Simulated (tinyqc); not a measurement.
Debye-Callaway model of lattice thermal conductivity. From one set of inputs to another, one input at a time. Computed by tinyqc, a small Python program. Command: `OMP_NUM_THREADS=1 python tinyqc.py 3016794 3016795 out.jsonl callaway ladder`. One thread of a shared host (Intel(R) Xeon(R) Processor @ 2.30GHz), about 0.03 s of CPU time with the checks.

Three acoustic branches with one velocity v, cut at omega_D = k_B Theta/hbar; x = hbar omega/(k_B T). v and Theta are separate inputs: Theta cuts off the heat-carrying modes, so C need not reach 3 k_B/V. gamma is an effective value that sets the umklapp rate.

The inputs printed are set A. Set A is modelled on diamond; the values taken over come from a set modelled on sodium chloride. Inputs not listed in the table keep their values of set A, so the rows need not describe a real material.

Inputs (values chosen for the exercise, modelled on diamond):
```
quantity                                value        unit
sound velocity v                        13000         m/s
Debye temperature Theta                  2150           K
volume per atom V                        5.67  angstrom^3
mean atomic mass M                      12.01           u
effective Grueneisen parameter gamma     3.35           -
umklapp exponent divisor b                2.5           -
mass variance Gamma                   6.7e-05           -
Casimir length L                         2500  micrometre
normal-process factor f_N                 2.9           -
temperature T                             600           K
probe frequency omega/omega_D            0.76           -
```

Sample: crystal. Point defects: isotopes. Normal processes: included.

Constants: k_B = 1.380649e-23 J/K; hbar = 1.054571817e-34 J s; u = 1.6605390666e-27 kg.

Method:
- Gamma is given directly by the isotope mixture. A = V Gamma/(4 pi v^3).
- Rates: point defects A omega^4; umklapp B omega^2 T exp(-Theta/(b T)) with B = hbar gamma^2/(M v^2 Theta); normal processes f_N B omega^2 T (T/Theta)^2. Boundaries: v/L.
- The resistive time is tau_R = 1/(boundary + point-defect + umklapp rates), and the free path is v tau_R.
- kappa_1 = c int tau_C g dx, g = x^4 e^x/(e^x - 1)^2, c = (k_B/(2 pi^2 v)) (k_B T/hbar)^3, over 0 < x < min(Theta/T, 40), by 96 Gauss-Legendre points in s with x = x_max s^2; 1/tau_C = 1/tau_R + 1/tau_N; kappa_2 = c [int (tau_C/tau_N) g dx]^2 / int (tau_C/(tau_N tau_R)) g dx; kappa = kappa_1 + kappa_2.
- Heat capacity C = 3 c int g dx / v^2; grey free path 3 kappa/(C v); the median free path v tau_C halves kappa_1 when the quadrature points are ordered by free path (each counted at half its weight, interpolated in the logarithm); likewise at 10 % and 90 %.

Each row keeps all changes above it:
```
input moved                              from       to  kappa (W/(m K))  grey free path (nm)  free path (nm)
set A                                       -        -           353.15                 20.2            11.8
Debye temperature Theta (K)              2150      296             2.06                 26.0            25.6
effective Grueneisen parameter gamma     3.35     2.76             3.04                 38.3            37.8
mean atomic mass M (u)                  12.01     29.2             7.39                 93.2            91.9
mass variance Gamma                   6.7e-05  0.00031             7.39                 93.2            91.8
temperature T (K)                         600       77           196.76               4653.7          2704.7
volume per atom V (angstrom^3)           5.67     22.4           193.32               4572.2          2627.4
Casimir length L (micrometre)            2500      500           186.14               4402.3          2616.4
```

Where does the difference come from?

Kappa goes from 353 to 186, a factor 0.527 in all. The largest single move comes from Debye temperature Theta (a factor 0.00585), and temperature T works against it (a factor 26.6). Grey free path goes from 20.2 to 4400, a factor 218 in all. The largest single move comes from temperature T (a factor 49.9). Free path goes from 11.8 to 2620, a factor 221 in all. The largest single move comes from temperature T (a factor 29.5). The single moves hold for this order of the switches; the total does not depend on the order.

Extremes, crossings and ranges named in words are read from the listed rows.
